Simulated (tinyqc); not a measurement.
Cluster expansion of a binary alloy: correlations, fit, cross-validation and ground states. Inputs raised by 10 %, one at a time. Computed by tinyqc, a small Python program. Command: `OMP_NUM_THREADS=1 python tinyqc.py 3000641 3000642 out.jsonl clex sens`. One thread of a shared host (Intel(R) Xeon(R) Processor @ 2.30GHz), about 0.1 s of CPU time with the checks.

s = +1 for A and -1 for B. Energy per site E = J0 + J1 P(point) + sum over clusters of m V P, with P the mean product of spins; V > 0 on a pair favours unlike neighbours. Clusters per site m: pair 1 4, pair 2 3, pair 3 6, triplet 12; the triplet is two first-neighbour bonds closed by a second-neighbour bond. Formation energies are counted from the line between pure A and pure B, which removes J0 and J1.

Inputs (values chosen for the exercise, for a model alloy):
```
quantity                    value      unit
first-pair interaction V1    12.1       meV
second-pair interaction V2    5.9       meV
third-pair interaction V3    -1.5       meV
triplet interaction Vt        1.4       meV
noise amplitude               2.8  meV/site
temperature T                1300         K
fraction x of B               0.5         -
```

Lattice: bcc.

correlations P, counted on periodic cells:
```
                      point     pair 1     pair 2     pair 3    triplet
A                  1.000000   1.000000   1.000000   1.000000   1.000000
A3B D0_3           0.500000   0.000000   0.000000   1.000000  -0.500000
A3B (001) layers   0.500000   0.000000   0.666667   0.333333   0.166667
A2B C11_b          0.333333  -0.333333   0.555556   0.111111  -0.111111
AB B2              0.000000  -1.000000   1.000000   1.000000   0.000000
AB B32             0.000000   0.000000  -1.000000   1.000000   0.000000
A2B2 B11           0.000000   0.000000   0.333333  -0.333333   0.000000
AB (110) layers    0.000000   0.000000  -0.333333  -0.333333   0.000000
AB2 C11_b         -0.333333  -0.333333   0.555556   0.111111   0.111111
AB3 D0_3          -0.500000   0.000000   0.000000   1.000000   0.500000
AB3 (001) layers  -0.500000   0.000000   0.666667   0.333333  -0.166667
B                 -1.000000   1.000000   1.000000   1.000000  -1.000000
```

standard normal numbers for the noise (0 for the pure ends): A 0.000, A3B D0_3 0.783, A3B (001) layers -1.245, A2B C11_b -0.727, AB B2 -1.426, AB B32 -1.159, A2B2 B11 0.369, AB (110) layers -3.172, AB2 C11_b -0.303, AB3 D0_3 0.317, AB3 (001) layers -0.546, B 0.000

Constants: k_B = 8.617333262e-05 eV/K.

Method:
- Design matrix of formation energies: m (P - 1) for pairs and m (P(triplet) - P(point)) for the triplet; x = (1 - P(point))/2.
- Exact: X V with V = (V1, V2, V3, Vt). The data to fit add the noise amplitude times the normal numbers, standing for what the clusters leave out.
- Leave out pair 3: A = X^T X and b = X^T E (E being the data with noise) over these three columns; solve A V = b. The root-mean-square error runs over the structures between the pure ends.
- For each set, H = X (X^T X)^-1 X^T over the structures between the ends; residual e = E - H E; leave-one-out error e_i/(1 - H_ii); both as root mean squares.
- Height above the hull = E less the lowest straight line between two structures that bracket x (or the lowest structure at the same x). The three-term fit is X V with the fitted values.
- Random alloy: P(pair) = p^2, P(triplet) = p^3, p = 1 - 2x, so H_mix = (p^2 - 1) sum m V(pairs) + (p^3 - p) m Vt; G_mix = H_mix + k_B T [x ln x + (1 - x) ln(1 - x)]. To first order in 1/T the Warren-Cowley parameter of shell 1 is alpha_1 = -(1 - p^2) V_eff/(k_B T), V_eff = V1 + (number of triplets on a first-neighbour bond) p Vt, that number being 6.

Runs; columns: (1) input moved; (2) from; (3) to; (4) mixing enthalpy H_mix (meV/site); (5) alpha_1; (6) leave-one-out error without pair 3 (meV/site); (7) lowest exact formation energy (meV/site):
```
(1)                                (2)    (3)       (4)      (5)    (6)      (7)
base run                             -      -  -57.1000  -0.1080  8.064   -96.80
first-pair interaction V1 (meV)   12.1  13.31  -61.9400  -0.1188  8.064  -106.48
second-pair interaction V2 (meV)   5.9   6.49  -58.8700  -0.1080  8.064   -96.80
third-pair interaction V3 (meV)   -1.5  -1.65  -56.2000  -0.1080  8.781   -96.80
triplet interaction Vt (meV)       1.4   1.54  -57.1000  -0.1080  8.064   -96.80
noise amplitude (meV/site)         2.8   3.08  -57.1000  -0.1080  8.176   -96.80
fraction x of B                    0.5   0.55  -54.8658  -0.0995  8.064   -96.80
temperature T (K)                 1300   1430  -57.1000  -0.0982  8.064   -96.80
```

Exponents ln(y'/y) / ln(x'/x):
```
input                       mixing enthalpy H_mix  alpha_1  leave-one-out error without pair 3  lowest exact formation energy
first-pair interaction V1                   0.854     1.00                               0.000                              1
second-pair interaction V2                  0.320     0.00                               0.000                              0
third-pair interaction V3                  -0.167     0.00                               0.894                              0
triplet interaction Vt                      0.000     0.00                               0.000                              0
noise amplitude                             0.000     0.00                               0.145                              0
fraction x of B                            -0.419    -0.86                               0.000                              0
temperature T                               0.000    -1.00                               0.000                              0
```

To which inputs is each result most sensitive?

Among the inputs moved here: mixing enthalpy H_mix answers most in size to first-pair interaction V1 (exponent +0.854), next to fraction x of B (-0.419); its exponent is below 0.0005 for triplet interaction Vt, noise amplitude, temperature T. alpha_1 answers most in size to first-pair interaction V1 (exponent +1.000), and about equally to temperature T (-1.000); its exponent is below 0.0005 for second-pair interaction V2, third-pair interaction V3, triplet interaction Vt, noise amplitude. Its exponent -1.000 in temperature T: first order in 1/T. leave-one-out error without pair 3 answers most in size to third-pair interaction V3 (exponent +0.894), next to noise amplitude (+0.145); its exponent is below 0.0005 for first-pair interaction V1, second-pair interaction V2, triplet interaction Vt, fraction x of B, temperature T. lowest exact formation energy answers most in size to first-pair interaction V1 (exponent +1.000); its exponent is below 0.0005 for second-pair interaction V2, third-pair interaction V3, triplet interaction Vt, noise amplitude, fraction x of B, temperature T.

Extremes, crossings and ranges named in words are read from the listed rows.
